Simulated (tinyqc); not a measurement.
Inside a calculation. Model: stacked nanosheet transistor, parasitic resistance, capacitance and delay.

Computed by the program tinyqc: `OMP_NUM_THREADS=1 python tinyqc.py 2170171 2170172 out.jsonl`, one thread of a shared Intel Xeon 2.30GHz, about 0.1 s for the whole run. Printed values are rounded.

Ns sheets share one contact on top; each has perimeter p = 2 (Ws + ts) and cross-section A = Ws ts; contact width Wc = Ws + 10 nm, stack height Hs = Ns pv. Sheet 1 is the top one. Contact length Lc = CPP - Lg - 2 Lsp, shared by two neighbouring gates. Source and drain sides are equal. The formulas are first-order estimates, not field solutions.

Inputs (values chosen for the exercise); values close to those of silicon logic devices:
- T = 300 K (temperature)
- Ns = 3 (number of sheets)
- Ws = 12 nm (sheet width)
- ts = 5 nm (sheet thickness)
- pv = 18 nm (vertical pitch of the sheets)
- rv = 226 ohm (vertical resistance between sheet levels)
- CPP = 51 nm (contacted gate pitch)
- Lg = 16 nm (gate length)
- Lsp = 4 nm (spacer length)
- ks = 4.5 (relative permittivity of the spacer)
- Hc = 20 nm (gate height above the channel stack)
- rc = 3e-9 ohm cm^2 (contact resistivity)
- re = 0.00041 ohm cm (resistivity of the source-drain epitaxy)
- te = 20 nm (current-carrying depth of the epitaxy)
- rx = 0.00094 ohm cm (resistivity of the extension)
- Lov = 1 nm (gate overlap)
- Cinv = 2.9 uF/cm^2 (inversion capacitance)
- vx = 8e6 cm/s (injection velocity)
- mu = 210 cm^2/(V s) (apparent mobility)
- VT = 0.19 V (threshold at zero drain voltage)
- dl = 0.041 V/V (barrier lowering)
- n = 1.23 (subthreshold factor)
- Cw = 0.11 fF (wire load)
- Vdd = 0.65 V (supply voltage)

Constants: q = 1.602176634e-19 C, kB = 1.380649e-23 J/K, eps0 = 8.8541878128e-12 F/m, Vt = kB T/q. Results are converted to the units shown.

## Geometry and resistances

Epitaxy sheet resistance Rsh = re/te, transfer length LT = sqrt(rc/Rsh), contact Rc = [sqrt(rc Rsh)/Wc] coth(Lc/(2 LT)); extension of one sheet Rx = rx Lsp/A. Effective width N p; for equal currents and rv = 0 one side has Rc + Rx/N.

Lc = 27 nm
effective width = 102 nm
Rsh = 205 ohm
LT = 38.2546 nm
Rc = 1051.69 ohm
Rx = 626.667 ohm
one side times effective width = 128.579 ohm um

Lc/2 is 0.35 transfer lengths, and Rc is 4.1 % above the area limit rc/(Wc Lc/2). The contact makes up 83.4 % of one side.

## Capacitances

With N sheets: gate Cg = Cinv p N Lg; per side, plate Cp = ks eps0 [Wc (Hs + Hc) - N A]/Lsp, top fringe Cf = (2/pi) ks eps0 Wc ln(1 + Lg/(2 Lsp)), overlap Co = Cinv p N Lov. Cs = Cp + Cf + Co. An inverter of two such devices driving an equal one has the load CL = 2 (Cg + 2 Cs) + 4 Cs + Cw (its own drains counted twice for the Miller effect).

Cg = 47.3280 aF
Cp = 14.4235 aF
Cf = 0.613068 aF
Co = 2.958 aF
CL = 348.612 aF

The channel capacitance gives 27.2 % of CL, the parasitic parts 41.3 % and the wire 31.6 %.

## Iteration 1: sheet currents at Vgs = Vdd, Vds = Vdd/2

I at the start (uA): sheet 1 0, sheet 2 0, sheet 3 0

One sheet: I = p Q vx u/(1 + |u|^1.8)^(1/1.8), Q = Cinv n Vt ln(1 + exp((Vg' - VT + dl Vd')/(n Vt))), u = Vd' mu/(vx Lg), Vg' = Vgs - v, Vd' = Vds - 2 v, with the drop on each side v_j = Rc sum I + rv (sum over levels k = 2..j of the current of sheets k..Ns) + Rx I_j. I(new) = I + 0.5 (I(out) - I).

drop v (mV): sheet 1 0, sheet 2 0, sheet 3 0
I(out) (uA): sheet 1 36.3537, sheet 2 36.3537, sheet 3 36.3537
I after iteration 1 (uA): sheet 1 18.1768, sheet 2 18.1768, sheet 3 18.1768

## Iteration 2: sheet currents at Vgs = Vdd, Vds = Vdd/2

As before.

drop v (mV): sheet 1 68.7399, sheet 2 76.9558, sheet 3 81.0638
I(out) (uA): sheet 1 29.3704, sheet 2 28.3868, sheet 3 27.8703
I after iteration 2 (uA): sheet 1 23.7736, sheet 2 23.2818, sheet 3 23.0235

## Course of the iteration: sheet currents at Vgs = Vdd, Vds = Vdd/2

Stop when the largest change of I is below 1e-6 uA, or after 80 iterations.

Course of the iteration:
```
iteration	total I (uA)	largest |change| of one entry (uA)
1	54.5305	18.2
2	70.0789	5.60
3	73.4272	1.55
4	73.9963	0.454
5	74.0983	0.162
6	74.1221	0.0657
7	74.1296	0.0279
8	74.1324	0.0121
9	74.1336	5.26e-3
...	...	...
12	74.1344	4.36e-4
13	74.1344	1.91e-4
14	74.1345	8.32e-5
15	74.1345	3.63e-5
16	74.1345	1.59e-5
17	74.1345	6.94e-6
18	74.1345	3.03e-6
19	74.1345	1.33e-6
20	74.1345	5.79e-7
```

Converged in 20 iterations. At the end each change is about 0.44 times the one before: linear convergence. The bottom sheet carries 90.6 % of the current of the top one.

## Effective current, delay and energy

IH = I(Vdd, Vdd/2) = 74.1345 uA
IL = I(Vdd/2, Vdd), solved likewise = 28.1679 uA

Ieff = (IH + IL)/2, delay CL Vdd/(2 Ieff), energy CL Vdd^2, with CL the load of an inverter that drives an equal one.

Ieff = 51.1512 uA
delay = 2.21498 ps
energy = 147.289 aJ

Without any series resistance Ieff would be 73.5 uA, so the resistances cost 30.4 %.
